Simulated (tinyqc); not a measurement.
Inside a calculation: polytypes by hexagonality, and a cubic inclusion as a quantum well. Values are carried at full precision from step to step, so a last printed digit may differ when a step is redone from the rounded ones.

A layer is h if its two neighbours in the periodic sequence sit on the same site, k otherwise; the hexagonality h is the share of h layers.

Constants: hbar^2/2m0 = 3.80998211 eV angstrom^2.

Inputs chosen for the exercise (of the order of those of InP; shifted at random, so the results belong to these values and not to a real crystal): E3 = 1.416 eV (gap of the cubic polytype); E2 = 1.483 eV (gap of 2H); Ev2 = 0.045 eV (valence top of 2H above that of 3C); P2 = -0.0019 C/m^2 (spontaneous polarisation of 2H); m = (0.076, 0.074) m0 (electron mass along c in the cubic layer and in the host); d = 3.395 angstrom (thickness of a double layer); eps = 12.4 (dielectric constant); N = 15 (double layers in the cubic inclusion).

## Hexagonality

Stacking sequences:
```
polytype               sequence
6H                       ABCACB
21R       ABCACBACABCBACBCABACB
2H                           AB
3C                          ABC
4H                         ABCB
```

Give the h/k string and h of each.

Hexagonality:
```
polytype             h/k string       h
6H                       hkkhkk  0.3333
21R       hkkhkkkhkkhkkkhkkhkkk  0.2857
2H                           hh  1.0000
3C                          kkk  0.0000
4H                         hkhk  0.5000
```

## Gaps and band edges

Gap: E3 + (E2 - E3) h. Valence top Ev2 h and polarisation P2 h, both counted from 3C; Ec = Ev + gap.

Evaluate for each polytype.

Results:
```
polytype  gap (eV)  Ev (eV)  Ec (eV)  P (C/m^2)
6H          1.4383   0.0150   1.4533   -0.00063
21R         1.4351   0.0129   1.4480   -0.00054
2H          1.4830   0.0450   1.5280   -0.00190
3C          1.4160   0.0000   1.4160    0.00000
4H          1.4495   0.0225   1.4720   -0.00095
```

The widest gap is that of 2H, the narrowest that of 3C. Ev and Ec both rise with h, so 3C collects electrons and the more hexagonal side holes: a staggered line-up.

## The bound level without the field

A cubic inclusion of width L = N d in the host (h = 1) is a well of depth V = Ec(host) - Ec(3C). Square well with mass mismatch: k tan(k L/2) = (m_w/m_b) q, k = sqrt(m_w E/c), q = sqrt(m_b (V - E)/c), c = hbar^2/2m0, lowest root. The depth of the level, V - E, is its binding, and the transition to the valence top of the host is gap(host) - (V - E). The step in polarisation gives a field |F| = |P|/(eps eps0) in a thin inclusion, eps0 = 8.8541878e-12 F/m.

Give V, L, the level E, its depth below the host conduction edge and the transition to the valence top of the host, gap(host) - (V - E).

V = 0.1120 eV
L = 50.925 angstrom
E above the bottom = 0.0525 eV
depth below the host edge = 0.0595 eV
transition = 1.4235 eV

The level keeps 53 % of the well depth. The transition lies above the gap of 3C itself (1.416 eV).

## The polarisation field

Give |F|, the drop |F| L, the bound charge |P|/e per cm^2 (e = 1.602176634e-19 C), and, as a first estimate, the shift -|F| L/2 of the transition for an electron centred in the layer and a hole in the host on the high side.

|F| = 0.173 MV/cm
drop = 88.1 meV
bound charge = 1.19e+12 cm^-2
estimated shift = -44.1 meV

The drop is 79 % of the well depth. The host edge on the low side sinks by 44 meV against the centre, less than the 60 meV by which the flat well binds.

## Checks

- Square-well root against finite differences on a grid of 0.5 angstrom (eV): both 0.052.

Program tinyqc; command `OMP_NUM_THREADS=1 python tinyqc.py 1850224 1850225 out.jsonl`; about 0.09 s on one thread of a shared Intel(R) Xeon(R) Processor @ 2.30GHz.
